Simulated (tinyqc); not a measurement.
FinFET, parasitic resistance, capacitance and delay: two steps of the calculation.

Nf fins under one contact; each has gated perimeter p = 2 Hf + Wf and cross-section A = Hf Wf; contact width Wc = Nf pf, stack height Hs = Hf. Contact length Lc = CPP - Lg - 2 Lsp, shared by two neighbouring gates. Source and drain sides are equal. The formulas are first-order estimates, not field solutions.

Parameters, values chosen for the exercise; values close to those of silicon logic devices:
```
symbol  value        unit                              meaning
T         300           K                          temperature
Nf          3                                   number of fins
Hf         46          nm                           fin height
Wf          6          nm                            fin width
pf         42          nm                            fin pitch
Lg         18          nm                          gate length
Lsp         8          nm                        spacer length
ks          4              relative permittivity of the spacer
Hc         30          nm  gate height above the channel stack
Lov       0.5          nm                         gate overlap
Cinv      2.5     uF/cm^2                inversion capacitance
vx      1.1e7        cm/s                   injection velocity
mu        300  cm^2/(V s)                    apparent mobility
VT       0.23           V      threshold at zero drain voltage
dl      0.025         V/V                     barrier lowering
n        1.14                              subthreshold factor
Cw       0.15          fF                            wire load
Vdd       0.8           V                       supply voltage
```

Constants: q = 1.602176634e-19 C, kB = 1.380649e-23 J/K, eps0 = 8.8541878128e-12 F/m, Vt = kB T/q. Results are converted to the units shown.

Problem 1. Capacitances. With N fins: gate Cg = Cinv p N Lg; per side, plate Cp = ks eps0 [Wc (Hs + Hc) - N A]/Lsp, top fringe Cf = (2/pi) ks eps0 Wc ln(1 + Lg/(2 Lsp)), overlap Co = Cinv p N Lov. Cs = Cp + Cf + Co. An inverter of two such devices driving an equal one has the load CL = 2 (Cg + 2 Cs) + 4 Cs + Cw (its own drains counted twice for the Miller effect).

Find: Cg; Cp; Cf; Co; CL.

Solution 1.

Cg = 132.30 aF
Cp = 38.728 aF
Cf = 2.1414 aF
Co = 3.6750 aF
CL = 770.96 aF

The channel capacitance gives 34.3 % of CL, the parasitic parts 46.2 % and the wire 19.5 %.

Problem 2. Fin currents at Vgs = Vdd, Vds = Vdd/2. One fin: I = p Q vx u/(1 + |u|^1.8)^(1/1.8), Q = Cinv n Vt ln(1 + exp((Vg' - VT + dl Vd')/(n Vt))), u = Vd' mu/(vx Lg), Vg' = Vgs - v, Vd' = Vds - 2 v, with the drop on each side v = Rc (sum of I) + Rx I. I(new) = I(out).

I after iteration 1 (uA): fin 1 153.01973, fin 2 153.01973, fin 3 153.01973
Rc = 57.898682 ohm
Rx = 136.23188 ohm

Find: drop v; I(out); I after iteration 2.

Solution 2.

drop v (mV): fin 1 47.425, fin 2 47.425, fin 3 47.425
I(out) (uA): fin 1 138.08, fin 2 138.08, fin 3 138.08
I after iteration 2 (uA): fin 1 138.08, fin 2 138.08, fin 3 138.08

Computed by the program tinyqc: `OMP_NUM_THREADS=1 python tinyqc.py 2170110 2170111 out.jsonl`, one thread of a shared Intel Xeon 2.30GHz, about 0.04 s for the whole run.
